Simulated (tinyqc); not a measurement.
Gate-all-around wire with two subbands, quantum capacitance: one step of the calculation.

phi is the Fermi level above the lowest subband edge, in volts; Vg is counted from the gate voltage at which an empty wire would have phi = 0. Both directions of motion are filled (equilibrium).

Problem. New phi. N1 = gv sqrt(2 md m0 kB T/(pi hbar^2)); n1 = N1 F(phi/Vt), n2 = g2 N1 F((phi - E2)/Vt), n = n1 + n2, F(e) = (1/sqrt(pi)) int_0^infinity u^(-1/2) du/(1 + exp(u - e)); Cq = q dn/dphi = (q N1/Vt) [F'(phi/Vt) + g2 F'((phi - E2)/Vt)]. Newton: f = phi + q (n)/Cox - Vg, phi(new) = phi - f/(1 + (Cq)/Cox).

Parameters, values chosen for the exercise:
- T = 150 K (temperature)
- md = 0.31 m0 (mass along the wire)
- gv = 4 (valley degeneracy)
- E2 = 0.19 eV (second subband above the first)
- g2 = 1 (orbital degeneracy of the second subband)
- Vg = 0.32 V (gate voltage)

Constants: q = 1.602176634e-19 C, kB = 1.380649e-23 J/K, hbar = 1.054571817e-34 J s, m0 = 9.1093837015e-31 kg, Vt = kB T/q. Results are converted to the units shown.

phi after iteration 2 = 0.19684719 V
Cox = 1.0345835 pF/cm

Find: n1; n2; Cq; f; phi after iteration 3.

Solution.

n1 = 3.2169e7 cm^-1
n2 = 6.0048e6 cm^-1
Cq = 52.086 pF/cm
f = 5.7885 V
phi after iteration 3 = 0.084109 V

Numbers from tinyqc (`OMP_NUM_THREADS=1 python tinyqc.py 2200026 2200027 out.jsonl`; about 0.01 s on one thread of a shared Intel Xeon 2.30GHz).
